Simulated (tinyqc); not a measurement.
Leakage through a gate insulator: direct, Fowler-Nordheim, trap-assisted and Poole-Frenkel currents: one step, computed by the program tinyqc.

Electrons enter from the cathode Fermi level at x = 0; the conduction band of the insulator lies phi_b - e F x above it, F = V/t. WKB exponents use a parabolic band with mass m.

Question. Poole-Frenkel bound. Poole-Frenkel emission over the lowered barrier of a charged trap: lowering sqrt(e F/(pi eps_opt eps_0)); J_PF = e N_t^(2/3) nu_0 exp(-(phi_t - lowering)/k_B T), one sheet of traps emitting with supply unlimited (an upper bound).

Inputs (values chosen for the exercise, with an insulator like SiO2):
```
quantity,value,unit
thickness t,2.9,nm
optical constant eps_opt,2.14,-
voltage across the insulator V,2.3,V
trap depth phi_t,1.9,eV
trap density N_t,8.7e+17,cm^-3
attempt rate nu_0,1e+13,1/s
temperature T,400,K
```

Constants: e = 1.602176634e-19 C; eps_0 = 8.8541878128e-12 F/m; k_B = 8.617333262e-05 eV/K.

Give: barrier lowering; Poole-Frenkel bound J_PF.

Answer.

barrier lowering = 1.4610 eV

Poole-Frenkel bound J_PF = 4.3034 A/cm^2

Caution: the film is too thin for the Poole-Frenkel picture (the lowering is a large part of the whole drop, or the traps are further apart than the film is thick), so J_PF is only nominal.
